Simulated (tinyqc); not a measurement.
Inside a calculation (part 2 of 2). Method: RHF in the 3-21g basis, for H3+, spin multiplicity 1. Computed by tinyqc, a small Python program that keeps every step (integrals from PySCF). Command: `OMP_NUM_THREADS=1 python tinyqc.py 29867 29868 out.jsonl` (the two numbers bound the seeds that draw the settings). One thread of a shared host (Intel(R) Xeon(R) Processor @ 2.60GHz), about 0.04 s of CPU time with the checks.

Geometry (angstrom):

| atom | x | y | z |
|---|---|---|---|
| H | 0.000000 | 0.000000 | 0.000000 |
| H | 0.000000 | 0.000000 | 1.352000 |
| H | 0.000000 | 1.288000 | 0.676000 |

## Iteration 3: diagonalisation and new density

extrapolated F (hartree):
```
           1H 1s      1H 2s      2H 1s      2H 2s      3H 1s      3H 2s
1H 1s  -0.116356  -0.587960  -0.232198  -0.381640  -0.188690  -0.346994
1H 2s  -0.587960  -0.614236  -0.381640  -0.526271  -0.342449  -0.493605
2H 1s  -0.232198  -0.381640  -0.116356  -0.587960  -0.188690  -0.346994
2H 2s  -0.381640  -0.526271  -0.587960  -0.614236  -0.342449  -0.493605
3H 1s  -0.188690  -0.342449  -0.188690  -0.342449  -0.110295  -0.571269
3H 2s  -0.346994  -0.493605  -0.346994  -0.493605  -0.571269  -0.590908
```

X:
```
           1H 1s      1H 2s      2H 1s      2H 2s      3H 1s      3H 2s
1H 1s   1.247724  -0.499420   0.036189   0.011758   0.034008   0.020286
1H 2s  -0.499420   1.505382   0.011758  -0.328205   0.015812  -0.273200
2H 1s   0.036189   0.011758   1.247724  -0.499420   0.034008   0.020286
2H 2s   0.011758  -0.328205  -0.499420   1.505382   0.015812  -0.273200
3H 1s   0.034008   0.015812   0.034008   0.015812   1.246515  -0.494791
3H 2s   0.020286  -0.273200   0.020286  -0.273200  -0.494791   1.464769
```

Diagonalise F' = X^T F X, C = X C', fill 1 alpha and 1 beta electrons from the bottom; D = 2 C_occ C_occ^T. Each column has its largest component positive (the first on a tie).

F' = X^T F X (hartree):
```
           1          2          3          4          5          6
1   0.370897  -0.618139  -0.031705  -0.116601  -0.007689  -0.101212
2  -0.618139  -0.038415  -0.116601  -0.159707  -0.103508  -0.151542
3  -0.031705  -0.116601   0.370897  -0.618139  -0.007689  -0.101212
4  -0.116601  -0.159707  -0.618139  -0.038415  -0.103508  -0.151542
5  -0.007689  -0.103508  -0.007689  -0.103508   0.364983  -0.608367
6  -0.101212  -0.151542  -0.101212  -0.151542  -0.608367  -0.044525
```

orbital energies (hartree): MO1 -0.903411, MO2 -0.293489, MO3 -0.258941, MO4 0.766540, MO5 0.782834, MO6 0.891886

coefficients C:
```
            MO1        MO2        MO3        MO4        MO5        MO6
1H 1s  0.203229  -0.136002   0.229520   0.492384  -0.901044   0.801531
1H 2s  0.290444  -0.414480   0.814815  -0.579401   1.071330  -0.542965
2H 1s  0.203229  -0.136002  -0.229520   0.492384   0.901044   0.801531
2H 2s  0.290444  -0.414480  -0.814815  -0.579401  -1.071330  -0.542965
3H 1s  0.189689   0.277491   0.000000  -1.067935   0.000000   0.740245
3H 2s  0.278700   0.872225   0.000000   1.221488   0.000000  -0.458241
```

D after iteration 3:
```
          1H 1s     1H 2s     2H 1s     2H 2s     3H 1s     3H 2s
1H 1s  0.082604  0.118053  0.082604  0.118053  0.077100  0.113280
1H 2s  0.118053  0.168715  0.118053  0.168715  0.110188  0.161893
2H 1s  0.082604  0.118053  0.082604  0.118053  0.077100  0.113280
2H 2s  0.118053  0.168715  0.118053  0.168715  0.110188  0.161893
3H 1s  0.077100  0.110188  0.077100  0.110188  0.071964  0.105733
3H 2s  0.113280  0.161893  0.113280  0.161893  0.105733  0.155347
```

## Iteration 4: building the Fock matrix

core Hamiltonian H = T + V (hartree):
```
           1H 1s      1H 2s      2H 1s      2H 2s      3H 1s      3H 2s
1H 1s  -0.926706  -0.977200  -0.173648  -0.441053  -0.122604  -0.384660
1H 2s  -0.977200  -1.145388  -0.441053  -0.751632  -0.379962  -0.688939
2H 1s  -0.173648  -0.441053  -0.926706  -0.977200  -0.122604  -0.384660
2H 2s  -0.441053  -0.751632  -0.977200  -1.145388  -0.379962  -0.688939
3H 1s  -0.122604  -0.379962  -0.122604  -0.379962  -0.899094  -0.959412
3H 2s  -0.384660  -0.688939  -0.384660  -0.688939  -0.959412  -1.122250
```

nuclear repulsion = 1.11898453 hartree

Given earlier and not repeated: Two-electron integrals (ij|kl) in chemists' order.

J_ij = sum D_kl (ij|kl), K_ij = sum D_kl (ik|jl); F = H + J - 0.5 K; E = tr D H + tr D J / 2 - 0.25 tr D K + E_nn.

Coulomb J (hartree):
```
          1H 1s     1H 2s     2H 1s     2H 2s     3H 1s     3H 2s
1H 1s  1.069968  0.649466  0.065255  0.255075  0.041545  0.217951
1H 2s  0.649466  0.849706  0.255075  0.505822  0.210854  0.456802
2H 1s  0.065255  0.255075  1.069968  0.649466  0.041545  0.217951
2H 2s  0.255075  0.505822  0.649466  0.849706  0.210854  0.456802
3H 1s  0.041545  0.210854  0.041545  0.210854  1.017771  0.620702
3H 2s  0.217951  0.456802  0.217951  0.456802  0.620702  0.822395
```

exchange K (hartree):
```
          1H 1s     1H 2s     2H 1s     2H 2s     3H 1s     3H 2s
1H 1s  0.519232  0.520509  0.247668  0.391391  0.215269  0.360624
1H 2s  0.520509  0.637154  0.391391  0.560975  0.346711  0.523000
2H 1s  0.247668  0.391391  0.519232  0.520509  0.215269  0.360624
2H 2s  0.391391  0.560975  0.520509  0.637154  0.346711  0.523000
3H 1s  0.215269  0.346711  0.215269  0.346711  0.457995  0.465173
3H 2s  0.360624  0.523000  0.360624  0.523000  0.465173  0.582200
```

Fock matrix F (hartree):
```
           1H 1s      1H 2s      2H 1s      2H 2s      3H 1s      3H 2s
1H 1s  -0.116354  -0.587989  -0.232227  -0.381673  -0.188694  -0.347022
1H 2s  -0.587989  -0.614259  -0.381673  -0.526298  -0.342464  -0.493636
2H 1s  -0.232227  -0.381673  -0.116354  -0.587989  -0.188694  -0.347022
2H 2s  -0.381673  -0.526298  -0.587989  -0.614259  -0.342464  -0.493636
3H 1s  -0.188694  -0.342464  -0.188694  -0.342464  -0.110320  -0.571297
3H 2s  -0.347022  -0.493636  -0.347022  -0.493636  -0.571297  -0.590955
```

total energy of this density = -1.16410606 hartree

## Iteration 4: DIIS over 4 matrices

error matrix X^T (FDS - SDF) X:
```
           1          2          3          4          5         6
1   0.000000  -0.000012   0.000000  -0.000012  -0.000009  0.000004
2   0.000012   0.000000   0.000012   0.000000  -0.000002  0.000022
3   0.000000  -0.000012   0.000000  -0.000012  -0.000009  0.000004
4   0.000012   0.000000   0.000012   0.000000  -0.000002  0.000022
5   0.000009   0.000002   0.000009   0.000002   0.000000  0.000016
6  -0.000004  -0.000022  -0.000004  -0.000022  -0.000016  0.000000
```

B (overlaps of the stored error matrices):
```
                1               2               3              4
1   2.4428404e-01   3.9400339e-02  -5.6877774e-05  4.3825282e-06
2   3.9400339e-02   6.3594883e-03  -8.6393108e-06  7.9446810e-07
3  -5.6877774e-05  -8.6393108e-06   2.7320966e-07  2.9793152e-08
4   4.3825282e-06   7.9446810e-07   2.9793152e-08  3.9731990e-09
```

Minimise |sum c_i e_i|^2 with sum c_i = 1: solve [B -1; -1 0][c; lambda] = [0; -1] with B_ij = tr e_i^T e_j, and take F = sum c_i F_i.

DIIS coefficients: 0.001198  -0.007720  -0.116920  1.123442

extrapolated F (hartree):
```
           1H 1s      1H 2s      2H 1s      2H 2s      3H 1s      3H 2s
1H 1s  -0.116354  -0.587986  -0.232226  -0.381670  -0.188693  -0.347021
1H 2s  -0.587986  -0.614254  -0.381670  -0.526294  -0.342460  -0.493634
2H 1s  -0.232226  -0.381670  -0.116354  -0.587986  -0.188693  -0.347021
2H 2s  -0.381670  -0.526294  -0.587986  -0.614254  -0.342460  -0.493634
3H 1s  -0.188693  -0.342460  -0.188693  -0.342460  -0.110316  -0.571294
3H 2s  -0.347021  -0.493634  -0.347021  -0.493634  -0.571294  -0.590954
```

## Iteration 4: diagonalisation and new density

As before.

F' = X^T F X (hartree):
```
           1          2          3          4          5          6
1   0.370925  -0.618168  -0.031716  -0.116620  -0.007679  -0.101231
2  -0.618168  -0.038400  -0.116620  -0.159705  -0.103511  -0.151551
3  -0.031716  -0.116620   0.370925  -0.618168  -0.007679  -0.101231
4  -0.116620  -0.159705  -0.618168  -0.038400  -0.103511  -0.151551
5  -0.007679  -0.103511  -0.007679  -0.103511   0.364971  -0.608374
6  -0.101231  -0.151551  -0.101231  -0.151551  -0.608374  -0.044560
```

orbital energies (hartree): MO1 -0.903458, MO2 -0.293505, MO3 -0.258928, MO4 0.766532, MO5 0.782873, MO6 0.891944

coefficients C:
```
            MO1        MO2        MO3        MO4        MO5        MO6
1H 1s  0.203236  -0.136008   0.229512   0.492218  -0.901046   0.801629
1H 2s  0.290427  -0.414481   0.814825  -0.579298   1.071322  -0.543083
2H 1s  0.203236  -0.136008  -0.229512   0.492218   0.901046   0.801629
2H 2s  0.290427  -0.414481  -0.814825  -0.579298  -1.071322  -0.543083
3H 1s  0.189678   0.277493   0.000000  -1.068086   0.000000   0.740029
3H 2s  0.278730   0.872215   0.000000   1.221580   0.000000  -0.457994
```

D after iteration 4:
```
          1H 1s     1H 2s     2H 1s     2H 2s     3H 1s     3H 2s
1H 1s  0.082610  0.118051  0.082610  0.118051  0.077099  0.113296
1H 2s  0.118051  0.168696  0.118051  0.168696  0.110176  0.161902
2H 1s  0.082610  0.118051  0.082610  0.118051  0.077099  0.113296
2H 2s  0.118051  0.168696  0.118051  0.168696  0.110176  0.161902
3H 1s  0.077099  0.110176  0.077099  0.110176  0.071956  0.105738
3H 2s  0.113296  0.161902  0.113296  0.161902  0.105738  0.155381
```

## Iteration 5 (converged): orbitals

converged F (hartree):
```
           1H 1s      1H 2s      2H 1s      2H 2s      3H 1s      3H 2s
1H 1s  -0.116355  -0.587988  -0.232227  -0.381672  -0.188694  -0.347023
1H 2s  -0.587988  -0.614257  -0.381672  -0.526296  -0.342463  -0.493637
2H 1s  -0.232227  -0.381672  -0.116355  -0.587988  -0.188694  -0.347023
2H 2s  -0.381672  -0.526296  -0.587988  -0.614257  -0.342463  -0.493637
3H 1s  -0.188694  -0.342463  -0.188694  -0.342463  -0.110316  -0.571297
3H 2s  -0.347023  -0.493637  -0.347023  -0.493637  -0.571297  -0.590957
```

As before.

F' = X^T F X (hartree):
```
           1          2          3          4          5          6
1   0.370925  -0.618169  -0.031715  -0.116621  -0.007679  -0.101232
2  -0.618169  -0.038401  -0.116621  -0.159706  -0.103513  -0.151552
3  -0.031715  -0.116621   0.370925  -0.618169  -0.007679  -0.101232
4  -0.116621  -0.159706  -0.618169  -0.038401  -0.103513  -0.151552
5  -0.007679  -0.103513  -0.007679  -0.103513   0.364973  -0.608377
6  -0.101232  -0.151552  -0.101232  -0.151552  -0.608377  -0.044561
```

orbital energies (hartree): MO1 -0.903464, MO2 -0.293505, MO3 -0.258928, MO4 0.766534, MO5 0.782874, MO6 0.891950

coefficients C:
```
            MO1        MO2        MO3        MO4        MO5        MO6
1H 1s  0.203236  -0.136009   0.229512   0.492226  -0.901046   0.801624
1H 2s  0.290427  -0.414481   0.814825  -0.579303   1.071323  -0.543078
2H 1s  0.203236  -0.136009  -0.229512   0.492226   0.901046   0.801624
2H 2s  0.290427  -0.414481  -0.814825  -0.579303  -1.071323  -0.543078
3H 1s  0.189679   0.277492   0.000000  -1.068079   0.000000   0.740040
3H 2s  0.278731   0.872216   0.000000   1.221576   0.000000  -0.458005
```

D after iteration 5:
```
          1H 1s     1H 2s     2H 1s     2H 2s     3H 1s     3H 2s
1H 1s  0.082610  0.118051  0.082610  0.118051  0.077099  0.113297
1H 2s  0.118051  0.168695  0.118051  0.168695  0.110176  0.161902
2H 1s  0.082610  0.118051  0.082610  0.118051  0.077099  0.113297
2H 2s  0.118051  0.168695  0.118051  0.168695  0.110176  0.161902
3H 1s  0.077099  0.110176  0.077099  0.110176  0.071956  0.105739
3H 2s  0.113297  0.161902  0.113297  0.161902  0.105739  0.155382
```

## Convergence

Stop when the energy changes by less than 1e-08 hartree and every element of the error matrix X^T (F D S - S D F) X is below 3e-05.

Course of the cycle:

| iteration | E (hartree) | change | largest element of the error matrix |
|---|---|---|---|
| 1 | -1.12242391 | - | 1.26e-01 |
| 2 | -1.16303642 | -4.06e-02 | 2.06e-02 |
| 3 | -1.16410601 | -1.07e-03 | 1.87e-04 |
| 4 | -1.16410606 | -4.94e-08 | 2.21e-05 |
| 5 | -1.16410606 | -8.98e-10 | 7.91e-07 |

PySCF RHF in the same basis = -1.16410606 hartree

Converged in 5 iterations.

## Populations, bond orders and dipole

overlap S:
```
          1H 1s     1H 2s     2H 1s     2H 2s     3H 1s     3H 2s
1H 1s  1.000000  0.645899  0.056960  0.240767  0.037018  0.206122
1H 2s  0.645899  1.000000  0.240767  0.549966  0.206122  0.500520
2H 1s  0.056960  0.240767  1.000000  0.645899  0.037018  0.206122
2H 2s  0.240767  0.549966  0.645899  1.000000  0.206122  0.500520
3H 1s  0.037018  0.206122  0.037018  0.206122  1.000000  0.645899
3H 2s  0.206122  0.500520  0.206122  0.500520  0.645899  1.000000
```

Mulliken: Z minus the diagonal of D S on the atom; Loewdin: the same with S^(1/2) D S^(1/2); Mayer order: 2 sum_s sum (D(s) S)_ij (D(s) S)_ji over the two atoms.

Charges (e):

| atom | Mulliken | Loewdin |
|---|---|---|
| 1H | 0.311918 | 0.311890 |
| 2H | 0.311918 | 0.311890 |
| 3H | 0.376164 | 0.376221 |

Mayer bond orders:

| pair | order |
|---|---|
| 2-1 | 0.473457 |
| 3-1 | 0.429250 |
| 3-2 | 0.429250 |

dipole moment about the origin, x y z (debye): 0.000000  2.332317  3.246966
